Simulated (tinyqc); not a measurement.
Intrinsic density across materials: carrier statistics of a doped semiconductor with parabolic bands.

Constants: hbar^2/2m0 = 3.80998211 eV angstrom^2; kB = 8.617333262e-05 eV/K.
Values chosen for the exercise: T = 500 K.

Each case gives the gap at this temperature and the density-of-states masses, chosen for the exercise; N = 2 (m kB T/(4 pi c))^(3/2) with c = hbar^2/2m0, in 1/angstrom^3; times 1e24 for 1/cm^3; ni = sqrt(Nc Nv) exp(-Eg/2kT).

Results:
```
case       Eg (eV)   m_de   m_dh  Nc (1/cm^3)  Nv (1/cm^3)  ni (1/cm^3)
near Ge      0.582  0.551  0.342     2.21e+19     1.08e+19     1.80e+16
near InSb    0.115  0.014  0.431     8.94e+16     1.53e+19     3.08e+17
near SiC     3.165  0.814  1.185     3.97e+19     6.97e+19     5.88e+03
near GaN     3.339  0.199  1.492     4.79e+18     9.84e+19          323
near InP     1.311  0.081  0.629     1.24e+18     2.69e+19     1.43e+12
```

What does the comparison show, and why?

ni spans 15.0 decades, while sqrt(Nc Nv) spans only 1.7; each 0.1 eV of gap costs a factor 3.19. The order of ni is the reverse of the order of the gaps. For near InSb ni exceeds a tenth of Nc, so the Boltzmann formula overestimates it.

tinyqc: `OMP_NUM_THREADS=1 python tinyqc.py 1680524 1680525 out.jsonl`; about 0.01 s, one thread, shared Intel(R) Xeon(R) Processor @ 2.30GHz.
